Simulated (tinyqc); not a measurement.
What moves the results: complex band structure along [001] in sp3s* tight binding. A value that a table varies takes the place of the one given here.

For k = (0, 0, kz) the phase sums are g0 = cos(phi) and g3 = i sin(phi), phi = kz a/4, and the s, pz, s* orbitals of anion (a) and cation (c) decouple from px, py. With z = exp(i phi), H(z) = H0 + z T + T^T/z for any complex z. H0 is diagonal (Esa, Epa, Exa, Esc, Epc, Exc). The anion-cation block is B(z) = z U + W/z and the cation-anion block z W^T + U^T/z, where U has Vss/2 (s,s), Vsapc/2 (s,z), -Vscpa/2 (z,s), Vxx/2 (z,z), Vxapc/2 (s*,z), -Vpaxc/2 (z,s*), and W has the same values with the s-z and s*-z signs reversed. |z| = 1 is a band state, |z| < 1 decays along [001] as exp(-kappa d) over a distance d, kappa = -(4/a) ln|z|. No spin-orbit coupling.

Parameters, chosen for this exercise (near a published set for Ge, fitted to gaps, whose masses and valley positions are rough (light masses up to twice too heavy); the results hold for these values, not for the real material):

| symbol | value | unit | meaning |
|---|---|---|---|
| p | (-5.818, 1.607, -5.818, 1.607, 6.387, 6.387, -6.846, 1.613, 4.91, 5.429, 5.429, 5.255, 5.255) | eV | order Esa, Epa, Esc, Epc, Exa, Exc, Vss, Vxx, Vxy, Vsapc, Vscpa, Vxapc, Vpaxc |
| a | 5.659 | angstrom | lattice constant |
| Eg | 0.753 | eV | top of the energy range, the indirect gap |
| dE | 0.21 | eV | E - Ev |

## Two branches across an indirect gap

Ev = -0.00600 eV

The smallest kappa with Re kz = 0 and the smallest with Re kz > 0, at energies E from Ev; a dash: no such root.

Decay constants:

| E/Eg | E (eV) | kappa at Gamma (1/angstrom) | kappa off Gamma (1/angstrom) | its Re kz (2 pi/a) |
|---|---|---|---|---|
| 0.05 | 0.0377 | 0.0239 | 0.3898 | 0.785 |
| 0.20 | 0.1506 | 0.0454 | 0.3601 | 0.788 |
| 0.35 | 0.2636 | 0.0567 | 0.3268 | 0.792 |
| 0.50 | 0.3765 | 0.0633 | 0.2887 | 0.795 |
| 0.65 | 0.4894 | 0.0665 | 0.2433 | 0.799 |
| 0.80 | 0.6024 | 0.0665 | 0.1853 | 0.802 |
| 0.90 | 0.6777 | 0.0647 | 0.1318 | 0.805 |
| 0.97 | 0.7304 | 0.0625 | 0.0726 | 0.807 |

The branch at Gamma decays more slowly on all rows listed; the other takes over only closer to its band edge, where its kappa goes to zero. The two differ in Re kz, so passing from one to the other needs kz from an abrupt interface, a steep field, a phonon or a defect. Valleys off the [001] axis, such as L, are not seen on these branches.

## Energy and lattice constant

The slowest root of the s-pz block and the heavy-hole branch, sinh^2(kappa a/4) = ((E - Epa)(E - Epc) - Vxx^2)/(Vxx^2 - Vxy^2), at E = Ev + dE with Ev the lower root of [[Epa, Vxx], [Vxx, Epc]]; the couplings are kept when a changes. Each row changes one parameter from the base and keeps the others.

Results:

| case | slowest kappa (1/angstrom) | heavy-hole kappa (1/angstrom) |
|---|---|---|
| base | 0.0521 | 0.1207 |
| dE = 0.24 eV | 0.0548 | 0.1283 |
| a = 5.829 angstrom | 0.0505 | 0.1172 |

The largest shifts from the base row, up to three for each result and ties (the steps differ in size, so this ranks the rows, not the parameters). slowest kappa (1/angstrom): dE +0.0027, a -0.0015. heavy-hole kappa (1/angstrom): dE +0.0076, a -0.0035. With the couplings fixed, kappa a stays, so kappa scales as 1/a.

(tinyqc, `OMP_NUM_THREADS=1 python tinyqc.py 1480216 1480217 out.jsonl`, Intel(R) Xeon(R) Processor @ 2.30GHz, 1 thread, shared host, about 0.01 s.)
